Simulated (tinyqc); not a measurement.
## Voltage drop against the resistance from a pad node to the supply

A grid of 25 by 25 nodes with segments Rx (rows) and Ry (columns); every node draws I1 and the central node kh I1; pads with resistance Rp sit at the nodes whose row and column are multiples of the pitch, counting from 0. The drops u = Vdd - V follow from G u = i, with G the conductance matrix and i the load currents, solved directly. Here the pitch is 3.

Values chosen for this exercise: supply voltage Vdd = 0.75 V; resistance of a horizontal segment Rx = 0.25 ohm; resistance of a vertical segment Ry = 0.29 ohm; factor on the load at the hot node kh = 3; load current of a node in the large grid I1 = 1.1 mA.

Voltage drop against the resistance from a pad node to the supply:

| Rp (ohm) | pads | worst drop (mV) | mean drop (mV) | largest drop at a pad (mV) | largest pad current (mA) | worst drop over Vdd (%) |
|---|---|---|---|---|---|---|
| 0.071 | 81 | 1.4753 | 1.1758 | 0.80214 | 11.298 | 0.19671 |
| 0.14 | 81 | 2.1655 | 1.7771 | 1.5263 | 10.902 | 0.28873 |
| 0.28 | 81 | 3.5205 | 2.9891 | 2.9220 | 10.436 | 0.46940 |
| 0.57 | 81 | 6.2116 | 5.4833 | 5.6578 | 9.9259 | 0.82821 |
| 1.1 | 81 | 10.943 | 10.019 | 10.428 | 9.4804 | 1.4590 |
| 2.3 | 81 | 21.368 | 20.259 | 20.889 | 9.0820 | 2.8490 |
| 4.6 | 81 | 41.085 | 39.856 | 40.628 | 8.8323 | 5.4780 |

The worst drop rises from 1.48 to 41.1 mV and the mean drop rises from 1.18 to 39.9 mV. The worst drop goes as Rp^(0.57) between the first two rows and Rp^(0.94) between the last two. The central node is itself a pad.

Computed by the program tinyqc: `OMP_NUM_THREADS=1 python tinyqc.py 2770199 2770200 out.jsonl`, one thread of a shared Intel Xeon 2.30GHz, about 0.4 s for the whole run.
